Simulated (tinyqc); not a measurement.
Thin film between two gates, subbands and threshold shift from confinement: two steps of the calculation.

Undoped body with a flat potential across it, hard walls, transport along x. Three valley pairs (g = 2 each) with the longitudinal mass along x, y or z. Non-parabolicity enters the subband edges through E (1 + al E) = gamma, so E = 2 gamma/(1 + sqrt(1 + 4 al gamma)); motion within a subband is taken as parabolic with the band-edge mass. Energies are counted from the bulk band edge.

Values chosen for this exercise; masses close to those of silicon: temperature T = 300 K; longitudinal mass ml = 0.901 m0; transverse mass mt = 0.191 m0; non-parabolicity al = 0.5 1/eV; film thickness (along z) t = 5.6 nm; widening of the box by penetration into the insulator dl = 0.2 nm.

Constants: q = 1.602176634e-19 C, kB = 1.380649e-23 J/K, hbar = 1.054571817e-34 J s, m0 = 9.1093837015e-31 kg, Vt = kB T/q, hbar^2/(2 m0) = 0.0380998212 eV nm^2. Results are converted to the units shown.

Problem 1. Lowest subbands. gamma = C (pi k/(t + dl))^2/mz, C = hbar^2/(2 m0). List the 5 lowest, labelled by valley axis and quantum numbers, with degeneracy g and N_k: N_k = g sqrt(mx my) m0 kB T/(pi hbar^2).

Give: E_k; g; N_k.

Solution 1.

```
subband	E_k (eV)	g	N_k (cm^-2)
z1	0.012330	2	4.1253e12
z2	0.048451	2	4.1253e12
x1	0.056905	2	8.9598e12
y1	0.056905	2	8.9598e12
z3	0.10603	2	4.1253e12
```

Problem 2. Threshold shift. Each subband has N_k = g sqrt(mx my) m0 kB T/(pi hbar^2); without degeneracy n = exp(EF/Vt) sum N_k exp(-E_k/Vt). Classical value Nc times t, Nc = sum over valleys of 2 g (m m0 kB T/(2 pi hbar^2))^1.5 with m = (mx my mz)^(1/3). Threshold shift dVT = Vt ln(classical value/sum N_k exp(-E_k/Vt)). Use the subbands listed.

```
subband	E_k (eV)	N_k (cm^-2)
z1	0.012330271	4.1252921e12
z2	0.048451389	4.1252921e12
x1	0.056904829	8.9598433e12
y1	0.056904829	8.9598433e12
z3	0.10603490	4.1252921e12
```

Find: shares; sum N_k exp(-E_k/Vt); Nc; classical value; dVT.

Solution 2.

shares, subband z1 to z3 (%): 48.816  12.071  18.906  18.906  1.301
sum N_k exp(-E_k/Vt) = 5.2451e12 cm^-2
Nc = 2.7297e19 cm^-3
classical value = 1.5286e13 cm^-2
dVT = 27.653 mV

Numbers from tinyqc (`OMP_NUM_THREADS=1 python tinyqc.py 2350038 2350039 out.jsonl`; about 0.09 s on one thread of a shared Intel Xeon 2.30GHz).
